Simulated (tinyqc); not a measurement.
Decay of LO phonons and the hot-phonon bottleneck in the cooling of electrons: one step, computed by the program tinyqc. Command: `OMP_NUM_THREADS=1 python tinyqc.py 3027466 3027467 out.jsonl hotphonon walk`. One thread of a shared host (Intel(R) Xeon(R) Processor @ 2.30GHz), about 0.01 s of CPU time with the checks.

n(E, T) = 1/(exp(E/(k_B T)) - 1) is the Bose occupation. Electrons have a temperature T_e; the LO modes within their reach share one occupation N; the decay products stay at the lattice temperature.

Problem. Electron and phonon temperatures in closed form. Net emission per electron: [(N + 1) x - N]/tau_sp with x = exp(-hbar omega/(k_B T_e)), a simple two-level balance; steady state of the modes: n [(N + 1) x - N]/tau_sp = N_m (N - N_0)/tau; power per electron P = hbar omega [(N + 1) x - N]/tau_sp. With p = P tau_sp/(hbar omega): N = N_0 + r p and x = (p + N)/(N + 1); without hot phonons N = N_0. The mode temperature T_LO solves n(hbar omega, T_LO) = N.

Inputs (values chosen for the exercise, modelled on indium phosphide): LO energy hbar omega = 43.8 meV; lattice temperature T = 300 K; power supplied per electron P = 7.2 nW.

Decay channel: two equal phonons plus a three-phonon channel.

emission time tau_sp = 57.66650 fs

equilibrium LO occupation N_0 = 0.2250927

bottleneck ratio r = 2.163189

Constants: e = 1.602176634e-19 C; k_B = 8.617333262e-05 eV/K.

Give: reduced power p; LO occupation N; electron temperature T_e; T_e without hot phonons; mode temperature T_LO.

Solution.

reduced power p = 0.05917

LO occupation N = 0.3531

electron temperature T_e = 427.7 K

T_e without hot phonons = 347.9 K

mode temperature T_LO = 378.3 K
